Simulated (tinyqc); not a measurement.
Core-shell quantum dot (spherical envelope functions): sweeps and comparisons. A value that a table varies takes the place of the one given here.

Parabolic bands; strain and other valleys are left out. s states, u = r psi, hard wall at R + H, c = hbar^2/2m0, energies from the band edges of the core. Core: u = sin(k1 r)/k1, k1 = sqrt(m1 E/c). At R, psi and psi'/m are continuous, so u is continuous and its slope in the shell is s = u/R + (m2/m1)(u' - u/R). Shell: u(R + x) = u(R) cos(k2 x) + s sin(k2 x)/k2, k2 = sqrt(m2 (E - V)/c); for negative arguments the functions turn into sinh and cosh. A level has u(R + H) = 0.

Overlap = (integral of u_e u_h)^2 with normalised u. Coulomb integrals J_ab = (q/eps) double integral of u_a(r)^2 u_b(s)^2/max(r, s), q = e^2/(4 pi eps0), one eps everywhere. Exciton E = Eg + E_e + E_h - J_eh; first-order biexciton shift J_ee + J_hh - 2 J_eh (positive: repulsive).

Constants: hbar^2/2m0 = 3.80998211 eV angstrom^2; e^2/(4 pi eps0) = 14.39964547 eV angstrom; hc = 1239.841984 eV nm.

Parameters, chosen for this exercise (near those of an InAs/InP core-shell dot; the results hold for these values, not for the real material): R = 30 angstrom (core radius); Vc = 0.522 eV (conduction edge of the shell above that of the core); Vv = 0.429 eV (hole barrier of the shell); me1 = 0.03 m0 (electron, core); me2 = 0.083 m0 (electron, shell); mh1 = 0.341 m0 (hole, core); mh2 = 0.521 m0 (hole, shell); Eg = 0.418 eV (gap of the core); eps = 12.6 (dielectric constant); Hs = (4, 7, 14, 21, 30, 37, 65) angstrom (shell thicknesses); H = 25 angstrom (shell thickness).

## Growing the shell

All quantities anew for each H.

Results:
```
H (angstrom)  E_e (eV)  E_h (eV)  electron in core  overlap  J_eh (meV)  E (eV)  biexciton shift (meV)
4               0.7397    0.0905             0.960    0.969        55.1   1.193                    0.7
7               0.5594    0.0841             0.901    0.939        51.6   1.010                    1.4
14              0.4153    0.0817             0.790    0.867        48.2   0.867                    2.9
21              0.3757    0.0816             0.725    0.811        46.5   0.829                    3.9
30              0.3602    0.0816             0.682    0.769        45.3   0.815                    4.6
37              0.3562    0.0816             0.665    0.752        44.8   0.811                    4.9
65              0.3535    0.0816             0.648    0.733        44.2   0.809                    5.2
```

The line moves by -384 meV: the electron gives -386, the hole -9 and the weaker attraction +11 meV. Over the last step E_e moves by -2.7 meV and E_h by 0.0 meV; the electron level lies below the shell edge Vc, so it is bound to the core and settles. The overlap goes from 0.969 to 0.733, which scales the radiative lifetime by 1.3 if the rate is proportional to it. Up to H = 65 angstrom E_e exceeds 0.15 Eg, where a parabolic band overstates it.

## What each parameter does

All quantities anew. Each row changes one parameter from the base and keeps the others.

Results:
```
case             E (eV)  overlap  electron in core  biexciton shift (meV)
base              0.820    0.789             0.702                    4.3
R = 27 angstrom   0.873    0.773             0.655                    5.0
H = 30 angstrom   0.815    0.769             0.682                    4.6
Vc = 0.622 eV     0.848    0.815             0.729                    3.7
Vv = 0.322 eV     0.816    0.828             0.702                    3.5
me2 = 0.104 m0    0.786    0.795             0.713                    4.3
mh1 = 0.273 m0    0.832    0.825             0.702                    3.2
eps = 14.5        0.826    0.789             0.702                    3.7
```

The largest shifts from the base row, up to three for each result and ties (the steps differ in size, so this ranks the rows, not the parameters). E (eV): R +0.053, me2 -0.034, Vc +0.028. overlap: Vv +0.039, mh1 +0.036, Vc +0.026; unchanged at the printed digits by eps. electron in core: R -0.047, Vc +0.027, H -0.020; unchanged at the printed digits by Vv, mh1 and eps. biexciton shift (meV): mh1 -1.0, R +0.8, Vv -0.8; unchanged at the printed digits by me2.

(tinyqc, `OMP_NUM_THREADS=1 python tinyqc.py 1252148 1252149 out.jsonl`, Intel(R) Xeon(R) Processor @ 2.30GHz, 1 thread, shared host, about 0.04 s.)
